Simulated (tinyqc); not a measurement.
Metal gate on a two-layer dielectric stack with fixed charge and a dipole: two steps of the calculation.

Gate, layer 2, layer 1, p-type semiconductor; x runs from the gate inwards. Charges are counted in units of +q. psi is the band bending at the surface, positive towards inversion. Classical charge, Boltzmann statistics, no interface traps.

Parameters, values chosen for the exercise; band and dielectric values close to those of silicon, layer 1 close to silicon dioxide, layer 2 close to zirconium oxide: temperature T = 350 K; band gap Eg = 1.1 eV; relative permittivity eps_r = 11.9; valence-band density of states at T Nv = 3.34e19 cm^-3; electron affinity chi = 4.01 eV; acceptor density Na = 1.1e16 cm^-3; work function of the gate metal pM = 4.33 eV; thickness of layer 1, next to the semiconductor t1 = 0.8 nm; relative permittivity of layer 1 e1 = 3.93; thickness of layer 2, next to the gate t2 = 2.4 nm; relative permittivity of layer 2 e2 = 24.5; fixed charge at the semiconductor interface Q1 = 5.8e10 cm^-2; fixed charge between the layers Q2 = 3.1e11 cm^-2; uniform charge density in layer 1 r1 = 0 cm^-3; uniform charge density in layer 2 r2 = 0 cm^-3; flat-band shift by a dipole layer between the layers Vd = 0.2 V; band bending psi of the working point ps = -0.125 V.

Constants: q = 1.602176634e-19 C, kB = 1.380649e-23 J/K, Vt = kB T/q, eps0 = 8.8541878128e-14 F/cm where lengths are in cm. Results are converted to the units shown.

Problem 1. Equivalent thickness and work-function difference. EOT = 3.9 (t1/e1 + t2/e2), Cox = eps0/(t1/e1 + t2/e2); phi_ms = pM - (chi + Eg - Vt ln(Nv/Na)).

Give: EOT; Cox; share of layer 1 in the EOT; phi_ms.

Solution 1.

EOT = 1.1759 nm
Cox = 2.9365 uF/cm^2
share of layer 1 in the EOT = 67.512 %
phi_ms = -0.53816 V

Problem 2. Fields and voltage drops. Gauss: D = -Qs just inside the semiconductor; going towards the gate subtract q Q1, then q r1 t1, q Q2 and q r2 t2. Field = D/(eps0 e); the drop over a layer is its mean field times its thickness; Vg = phi_ms + Vd + psi + both drops.

Qs = 0.080560690 uC/cm^2

Give: D; field; drop over layer 2; drop over layer 1; Vg.

Solution 2.

| place | D (uC/cm^2) | field (MV/cm) |
|---|---|---|
| layer 2, gate side | -0.13952 | -0.06432 |
| layer 2, inner side | -0.13952 | -0.06432 |
| layer 1, outer side | -0.08985 | -0.25822 |
| layer 1, semiconductor side | -0.08985 | -0.25822 |
| semiconductor surface | -0.08056 | -0.07646 |

drop over layer 2 = -0.015436 V
drop over layer 1 = -0.020658 V
Vg = -0.49925 V

The same Vg follows from Vfb + psi - Qs/Cox. The largest field, 0.258 MV/cm in size, is at: layer 1, outer side.

Computed by the program tinyqc: `OMP_NUM_THREADS=1 python tinyqc.py 2010120 2010121 out.jsonl`, one thread of a shared Intel Xeon 2.30GHz, about 0.01 s for the whole run.
